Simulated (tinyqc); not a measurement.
Worked calculation: Heisenberg spin cluster by exact diagonalisation: multiplets, susceptibility, level crossings. Computed by tinyqc, a small Python program that keeps every step. Command: `OMP_NUM_THREADS=1 python tinyqc.py 3014299 3014300 out.jsonl spincl walk`. One thread of a shared host (Intel(R) Xeon(R) Processor @ 2.30GHz), about 0.01 s of CPU time with the checks. Intermediate numbers are printed to about 5 digits and carried at full precision; extremes and crossings named in words are read from the listed rows.

H = J1 sum S_i.S_j over the bonds 1-2, 3-4 + J2 sum over 2-3 - g mu_B B S_z; J > 0 is antiferromagnetic.

Inputs (values chosen for the exercise, for a model cluster):
```
quantity       value  unit
exchange J1     2.32   meV
exchange J2     0.53   meV
g factor        2.16     -
temperature T    9.2     K
field B           14     T
```

Cluster: chain of four, J1 outer bonds and J2 in the middle. Spin s of each site: 1.

Constants: k_B = 8.617333262e-05 eV/K; mu_B = 5.7883818060e-05 eV/T.

## Multiplets

Every multiplet has one member in the block S_z = 0; diagonalise it and read the total spin from <S^2> = S (S + 1).

Levels at B = 0:
```
E (meV)  total S  number of multiplets
-9.3642        0                     1
-7.4031        1                     1
-6.6315        1                     1
-4.8342        0                     1
-4.7304        1                     1
-4.6334        2                     1
-2.4353        2                     1
-2.3393        2                     1
-0.4291        1                     1
-0.3285        1                     1
-0.1804        2                     1
-0.0598        3                     1
0.1153         2                     1
0.5300         3                     1
3.8584         0                     1
4.0126         1                     1
4.3031         2                     1
4.6998         3                     1
5.1700         4                     1
```

ground energy = -9.3642 meV

gap to the next level = 1.9611 meV

The ground state has S = 0; the next level has S = 1. The highest spin, S = 4, lies at 5.17 meV, s^2 times the sum of all J, s the spin of a site.

## Thermal averages at zero field

Z = sum k (2S + 1) exp(-E/(k_B T)) over the table, k the number of multiplets; <S^2> likewise with the factor S (S + 1); chi T = N_A g^2 mu_B^2 <S^2>/(3 k_B) = 0.125049 g^2 <S^2> cm^3 K/mol (cgs, per mole of clusters); C = (<E^2> - <E>^2)/(k_B T)^2; entropy = ln Z + <E>/(k_B T).

<S^2> = 0.58304

chi T = 0.34016 cm^3 K/mol

heat capacity = 2.0251 k_B

entropy = 1.1306 k_B

Free spins would give <S^2> = 8 and the entropy 4.394 k_B; chi T is 7 % of the free value.

## Magnetisation in the field

Each multiplet splits as E - g mu_B B m; <S_z> is the Boltzmann mean. The first level crossing is at the smallest (E_S - E_0)/(g mu_B (S - S_0)) over higher spins (0 if the ground state has the highest spin).

<S_z> = 0.64147

first crossing field = 15.685 T

Linear response would give g mu_B B <S^2>/(3 k_B T) = 0.429.

## Susceptibility against the Curie-Weiss form

High-temperature form: chi T = C0/(1 - theta/T), C0 = 0.125049 g^2 n s (s + 1), k_B theta = -(2/3) s (s + 1) (sum of J over bonds)/n, n = 4; a dash where T <= 1.05 theta.

theta = -19.998 K

Against temperature:
```
T (K)  chi T (cm^3 K/mol)  Curie-Weiss  chi (cm^3/mol)  C (k_B)
2.7            7.9215e-04       0.5552        0.000293   0.0498
5.4            5.9299e-02       0.9923        0.010981   1.0106
9.4            3.5789e-01       1.4924        0.038074   2.0417
16.0           9.4065e-01       2.0745        0.058790   2.0478
27.0           1.7864e+00       2.6814        0.066163   1.6225
43.0           2.6241e+00       3.1858        0.061027   0.9416
67.0           3.2918e+00       3.5945        0.049131   0.4470
110.0          3.8153e+00       3.9494        0.034684   0.1725
220.0          4.2402e+00       4.2785        0.019274   0.0428
430.0          4.4493e+00       4.4600        0.010347   0.0110
```

The Curie-Weiss form is within 3 % in the last 2 rows. chi passes a maximum, at 27 K among these rows, the mark of a singlet ground state; among these rows C is largest at 16 K, and the gap is 22.8 K.

Checks made by the program: the trace of H and the count of states (relative difference below 1e-10).
